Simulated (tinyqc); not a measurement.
Starting guesses with DIIS over 6 matrices: SCF starting guesses in the 6-31g basis, for H3+, spin multiplicity 1. Computed by the program tinyqc with PySCF. 

Geometry (angstrom):

| atom | x | y | z |
|---|---|---|---|
| H | 0.0000 | 0.0000 | 0.0000 |
| H | 0.0000 | 0.0000 | 1.1240 |
| H | 0.0000 | 0.9920 | 0.5270 |

lowest restricted solution found by these runs and by PySCF = -1.228439 hartree

RHF with one setting changed at a time; a run stops when the energy changes by less than 1e-09 hartree and the error matrix is below 1e-5. Starts: the lowest orbitals of the core Hamiltonian, of the Wolfsberg-Helmholz matrix (K = 1.75), projected atomic densities, random orbitals, and the highest orbitals of the core Hamiltonian (a deliberately bad start).

Largest element of the error matrix X^T (FDS - SDF) X:

| iteration | core | Wolfsberg-Helmholz | atomic densities | random | highest core orbitals |
|---|---|---|---|---|---|
| 1 | 7.8e-02 | 1.5e-01 | 7.8e-02 | 5.2e-01 | 1.5e-01 |
| 2 | 1.2e-02 | 2.3e-02 | 1.9e-02 | 1.8e-01 | 9.8e-02 |
| 3 | 1.1e-04 | 1.9e-04 | 3.7e-04 | 3.8e-02 | 4.2e-02 |
| 4 | 4.9e-06 | 1.5e-05 | 2.4e-05 | 2.8e-03 | 1.7e-03 |
| 5 | 3.9e-07 | 3.4e-07 | 2.4e-07 | 4.7e-04 | 4.1e-04 |
| 6 | - | - | 9.0e-09 | 5.6e-06 | 3.2e-06 |

How each run ends:

| run | iterations | E (hartree) | state |
|---|---|---|---|
| core | 5 | -1.228439 | lowest found |
| Wolfsberg-Helmholz | 5 | -1.228439 | lowest found |
| atomic densities | 6 | -1.228439 | lowest found |
| random | 7 | -1.228439 | lowest found |
| highest core orbitals | 7 | -1.228439 | lowest found |

5 of 5 runs reach the lowest restricted solution found, in 5 to 7 iterations (fastest: core, Wolfsberg-Helmholz). The first errors are 8e-02, 1e-01, 8e-02, 5e-01, 1e-01.
